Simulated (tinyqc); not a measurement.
## Undoped gate-all-around wire MOSFET, analytic charge model: effect of the temperature

An undoped round wire of radius R under an insulator shell and a surrounding gate; long channel, electrons only, n = ni exp((psi - V)/Vt) with V the quasi-Fermi potential (0 at the source, Vd at the drain), constant mobility, no quantisation. The radial Poisson equation gives n(r) = n(0)/(1 - (1 - b) r^2/R^2)^2 with b = Q0/(Q + Q0). Q is the electron charge per area of the wire surface.

Nc and Nv are given at 350 K and scale as (T/350 K)^1.5; Eg and mu are held fixed. ni = sqrt(Nc Nv) exp(-Eg/(2 Vt)), Eg in volts; Cox = eps0 eox/(R ln(1 + tox/R)); Q0 = 4 eps0 eps_r Vt/R; V0 = dphi + Vt ln[8 eps0 eps_r Vt/(q ni R^2)]. Q solves Vg - V0 - V = Q/Cox + Vt ln(Q/Q0) + Vt ln(1 + Q/Q0). I = mu (2 pi R/L)[2 Vt (Qs - Qd) + (Qs^2 - Qd^2)/(2 Cox) + Vt Q0 ln((Qd + Q0)/(Qs + Q0))], with Qs at V = 0 and Qd at V = Vd.  I(low) is taken at Vg = 0.46 V, Qs and I(high) at Vg = 1.21 V.

Inputs (values chosen for the exercise); material values close to those of silicon: band gap Eg = 1.12 eV; relative permittivity of the semiconductor eps_r = 11.6; conduction-band density of states at the reference temperature Nc = 3.47e19 cm^-3; valence-band density of states at the reference temperature Nv = 3.38e19 cm^-3; relative permittivity of the gate insulator eox = 8.78; insulator thickness tox = 6.3 nm; wire radius R = 10 nm; gate work function less that of the intrinsic body dphi = 0.24 V; channel mobility mu = 160 cm^2/(V s); gate length L = 0.1 um; drain voltage Vd = 0.3 V.

Constants: q = 1.602176634e-19 C, kB = 1.380649e-23 J/K, Vt = kB T/q, eps0 = 8.8541878128e-14 F/cm where lengths are in cm. Results are converted to the units shown.

Results:

| T (K) | V0 (V) | I(low) (nA) | Qs(high) (nC/cm^2) | I(high) (uA) |
|---|---|---|---|---|
| 220 | 0.74568 | 4.2382e-5 | 610.92 | 12.025 |
| 280 | 0.72796 | 0.0036143 | 620.48 | 12.461 |
| 310 | 0.71888 | 0.018227 | 626.50 | 12.707 |
| 340 | 0.70967 | 0.070570 | 633.18 | 12.969 |
| 370 | 0.70036 | 0.22325 | 640.45 | 13.243 |
| 400 | 0.69093 | 0.60282 | 648.22 | 13.529 |
| 430 | 0.68141 | 1.4339 | 656.43 | 13.824 |

Estimate the missing row, T = 250 K.

Computed row:

| T (K) | V0 (V) | I(low) (nA) | Qs(high) (nC/cm^2) | I(high) (uA) |
|---|---|---|---|---|
| 250 | 0.73690 | 5.0191e-4 | 615.24 | 12.232 |

With this row back in the table: As T goes from 220 to 430 K, I(low) rises from 4.24e-5 to 1.43 nA and I(high) rises from 12.0 to 13.8 uA. V0 falls from 0.746 to 0.681 V. In every row the surface density at the source at the higher gate voltage passes 0.3 Nc, where Boltzmann statistics fail. In every row mu V/L at the higher gate voltage, with V the smaller of Vd and Vg - V0, passes 3e6 cm/s, so velocity saturation would lower the current. In every row the mobility is held fixed, though a real one changes with T.

tinyqc, about 0.03 s, one thread, Intel Xeon 2.30GHz (shared host): `OMP_NUM_THREADS=1 python tinyqc.py 2460048 2460049 out.jsonl`
